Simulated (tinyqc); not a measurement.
## Counting rate against photon rate

True rate n = nph PDP (dark counts neglected); measured n/(1 + n td) for a non-paralysable detector, n exp(-n td) for a paralysable one.

Inputs (values chosen for the exercise):
- td = 100 ns (dead time)

PDP = 0.44

Result of one run:

| n td | non-paralysable (1/s) | paralysable (1/s) |
|---|---|---|
| 0.052800 | 5.0152e5 | 5.0084e5 |

Which photon rate nph gave this result: 2.3e5, 1.2e6, 6.4e6 or 1.8e8 1/s?

nph = 1.2e6 1/s.

The whole series:

| nph (1/s) | n td | non-paralysable (1/s) | paralysable (1/s) |
|---|---|---|---|
| 2.3e5 | 0.010120 | 1.0019e5 | 1.0018e5 |
| 5.2e5 | 0.022880 | 2.2368e5 | 2.2362e5 |
| 1.2e6 | 0.052800 | 5.0152e5 | 5.0084e5 |
| 2.8e6 | 0.12320 | 1.0969e6 | 1.0892e6 |
| 6.4e6 | 0.28160 | 2.1973e6 | 2.1249e6 |
| 1.5e7 | 0.66000 | 3.9759e6 | 3.4112e6 |
| 3.4e7 | 1.4960 | 5.9936e6 | 3.3514e6 |
| 7.9e7 | 3.4760 | 7.7659e6 | 1.0752e6 |
| 1.8e8 | 7.9200 | 8.8789e6 | 28781 |

The non-paralysable rate climbs towards 1/td = 1.00e7 1/s and reaches 0.888 of it. The paralysable rate goes from 1.00e5 through a maximum of 3.41e6 (at nph = 1.5e7 1/s among the rows listed) to 28800 1/s; its true maximum, 1/(e td) = 3.68e6 1/s, lies at n td = 1, so a measured rate below that has two possible causes.

Computed by the program tinyqc: `OMP_NUM_THREADS=1 python tinyqc.py 2630143 2630144 out.jsonl`, one thread of a shared Intel Xeon 2.30GHz, about 0.01 s for the whole run.
